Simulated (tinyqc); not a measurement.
Worked calculation: Pariser-Parr-Pople SCF with singles CI, for the molecule C=CC=CC=C[CH2+] (SMILES; centres numbered as the heavy atoms are written). One step of it, computed by the program tinyqc.

Task: Iteration 1: orbitals and new P. Diagonalise F (the basis is taken as orthonormal) and form P = 2 sum c c over the lowest orbitals.

F (eV):
```
            1C          2C         3C         4C         5C          6C          7C
1C  -10.717404   -3.663719  -0.490296   0.293765   0.068709   -0.164471   -0.080578
2C   -3.663719  -10.283476  -4.573711   0.552287   0.232706   -0.322222   -0.164471
3C   -0.490296   -4.573711  -8.763038  -3.963850   0.141695    0.232706    0.068709
4C    0.293765    0.552287  -3.963850  -8.279182  -3.963850    0.552287    0.293765
5C    0.068709    0.232706   0.141695  -3.963850  -8.763038   -4.573711   -0.490296
6C   -0.164471   -0.322222   0.232706   0.552287  -4.573711  -10.283476   -3.663719
7C   -0.080578   -0.164471   0.068709   0.293765  -0.490296   -3.663719  -10.717404
```

pi electrons, sum of z_r less the charge = 6

Give: orbital energies; P after iteration 1.

Result:

orbital energies (eV): -16.7208  -16.0215  -13.0016  -9.5173  -7.3132  -3.9640  -1.2686

P after iteration 1:
```
         1C       2C       3C       4C       5C       6C       7C
1C   0.7600   0.7980   0.2522  -0.3190  -0.2632   0.0944   0.2493
2C   0.7980   0.9815   0.5806  -0.0035  -0.1293   0.0122   0.0944
3C   0.2522   0.5806   0.7789   0.6304   0.2589  -0.1293  -0.2632
4C  -0.3190  -0.0035   0.6304   0.9591   0.6304  -0.0035  -0.3190
5C  -0.2632  -0.1293   0.2589   0.6304   0.7789   0.5806   0.2522
6C   0.0944   0.0122  -0.1293  -0.0035   0.5806   0.9815   0.7980
7C   0.2493   0.0944  -0.2632  -0.3190   0.2522   0.7980   0.7600
```
